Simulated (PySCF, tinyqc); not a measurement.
Starting guesses with DIIS over 6 matrices: SCF starting guesses in the 6-31g basis, for H4, spin multiplicity 1. Computed by the program tinyqc with PySCF. 

Geometry (angstrom):

| atom | x | y | z |
|---|---|---|---|
| H | 0.0000 | 0.0000 | 0.0000 |
| H | 0.0000 | 0.0000 | 1.3190 |
| H | 0.0000 | 0.0000 | 3.1560 |
| H | 0.0000 | 0.0000 | 4.4760 |

lowest restricted solution found by these runs and by PySCF = -2.063169 hartree

RHF with one setting changed at a time; a run stops when the energy changes by less than 1e-09 hartree and the error matrix is below 1e-5. Starts: the lowest orbitals of the core Hamiltonian, of the Wolfsberg-Helmholz matrix (K = 1.75), projected atomic densities, random orbitals, and the highest orbitals of the core Hamiltonian (a deliberately bad start).

Largest element of the error matrix X^T (FDS - SDF) X:

| iteration | core | Wolfsberg-Helmholz | atomic densities | random | highest core orbitals |
|---|---|---|---|---|---|
| 1 | 2.6e-01 | 1.7e-01 | 1.4e-01 | 5.2e-01 | 2.4e-01 |
| 2 | 3.8e-02 | 2.0e-02 | 1.7e-02 | 1.9e-01 | 2.1e-01 |
| 3 | 4.1e-03 | 2.9e-03 | 6.2e-03 | 3.1e-02 | 1.7e-01 |
| 4 | 1.2e-04 | 4.7e-04 | 5.2e-04 | 8.0e-03 | 7.0e-02 |
| 5 | 1.6e-05 | 5.8e-05 | 1.0e-04 | 1.2e-03 | 2.7e-03 |
| 6 | 1.4e-06 | 4.1e-06 | 3.5e-06 | 1.3e-04 | 1.0e-03 |
| 8 | - | - | - | 1.2e-06 | 2.9e-06 |

How each run ends:

| run | iterations | E (hartree) | state |
|---|---|---|---|
| core | 6 | -2.06317 | lowest found |
| Wolfsberg-Helmholz | 7 | -2.06317 | lowest found |
| atomic densities | 7 | -2.06317 | lowest found |
| random | 8 | -2.06317 | lowest found |
| highest core orbitals | 9 | -2.06317 | lowest found |

5 of 5 runs reach the lowest restricted solution found, in 6 to 9 iterations (fastest: core). The first errors are 3e-01, 2e-01, 1e-01, 5e-01, 2e-01. The restricted reference is unstable here: a spin-polarised solution lies 0.0118 hartree lower (PySCF), so results built on it describe a poor reference.
